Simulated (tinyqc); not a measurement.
Gupta-type many-body potential for a metal: one step, computed by the program tinyqc. Command: `OMP_NUM_THREADS=1 python tinyqc.py 3009536 3009537 out.jsonl gupta walk`. One thread of a shared host (Intel(R) Xeon(R) Processor @ 2.30GHz), about 0.01 s of CPU time with the checks.

E_i = sum_j A exp(-p (r_ij/r0 - 1)) - xi rho_i^gamma, with rho_i = sum_j exp(-2 q (r_ij/r0 - 1)); gamma = 1/2 is the tight-binding second-moment form. The crystal is fcc unless stated; d is the neighbour distance and a fixed number of shells is kept.

Problem. Equilibrium of the fcc crystal. fcc shells: d sqrt(k), k = 1..5, with 12, 6, 24, 12, 24 atoms; Omega = d^3/sqrt2. Equilibrium: dE/dd = 0; B = d^2 E''(d)/(9 Omega).

Inputs (values chosen for the exercise, modelled on lead): repulsion A = 0.0966 eV; hopping xi = 0.931 eV; decay p = 9.69; decay q = 3.55; reference distance r0 = 3.501 angstrom; shells kept = 3; embedding exponent gamma = 0.5.

Constants: 1 eV/angstrom^3 = 160.2176634 GPa.

Give: neighbour distance d; lattice constant; cohesive energy E_c; bulk modulus B.

Solution.

neighbour distance d = 3.478 angstrom

lattice constant = 4.918 angstrom

cohesive energy E_c = 2.115 eV

bulk modulus B = 43.67 GPa
